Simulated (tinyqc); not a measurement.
Energies of the polytypes: polytypes and stacking faults of a tetrahedral semiconductor in an axial Ising model with couplings up to third neighbours. Computed by tinyqc, a small Python program. Command: `OMP_NUM_THREADS=1 python tinyqc.py 3011680 3011681 out.jsonl polytype walk`. One thread of a shared host (Intel(R) Xeon(R) Processor @ 2.30GHz), about 0.01 s of CPU time with the checks.

Each double layer has s = +1 or -1 for the sense of its stacking step; E per pair of atoms = E0 - sum_n J_n <s_i s_(i+n)>, n = 1, 2, 3. Hexagonality h = (1 - <s_i s_(i+1)>)/2.

Inputs (values chosen for the exercise, for a model crystal): J1 = 1.62 meV/pair; J2 = -3.32 meV/pair; J3 = -0.36 meV/pair; gap of 3C = 2.39 eV; gap of 4H = 3.26 eV.

Method. E - E(3C) = sum_n J_n (1 - C_n), C_n = <s_i s_(i+n)>. The gap is taken linear in h between 3C (h = 0) and 4H (h = 1/2), a rough rule, with a dash beyond.

correlations of the repeat units 3C (+), 2H (+-), 4H (++--), 6H (+++---), 15R (+++--), 8H (++++----), 21R (++++---), 9R (++-), rows 3C, 2H, 4H, 6H, 15R, 8H, 21R, 9R, columns n = 1, n = 2, n = 3:
$$\begin{pmatrix}
1.00000 & 1.00000 & 1.00000 \\
-1.00000 & 1.00000 & -1.00000 \\
0.00000 & -1.00000 & 0.00000 \\
0.33333 & -0.33333 & -1.00000 \\
0.20000 & -0.60000 & -0.60000 \\
0.50000 & 0.00000 & -0.50000 \\
0.42857 & -0.14286 & -0.71429 \\
-0.33333 & -0.33333 & 1.00000
\end{pmatrix}$$

Polytypes:
```
polytype       h  E - E(3C) (meV/pair)  gap by the linear rule (eV)
3C        0.0000                0.0000                       2.3900
2H        1.0000                2.5200                            -
4H        0.5000               -5.3800                       3.2600
6H        0.3333               -4.0667                       2.9700
15R       0.4000               -4.5920                       3.0860
8H        0.2500               -3.0500                       2.8250
21R       0.2857               -3.4857                       2.8871
9R        0.6667               -2.2667                            -
```

E(2H) - E(3C) = 2.52 meV/pair

E(4H) - E(3C) = -5.38 meV/pair

E(6H) - E(3C) = -4.0667 meV/pair

The lowest is 4H, 0.788 meV/pair below 15R. J1/|J2| = 0.49: for J3 = 0 and J2 < 0 the ground state is 2H below -2, 4H between -2 and 2, and 3C above 2; at 2 itself all periods with bands of two or more layers are degenerate.

Extremes, crossings and ranges named in words are read from the listed rows.
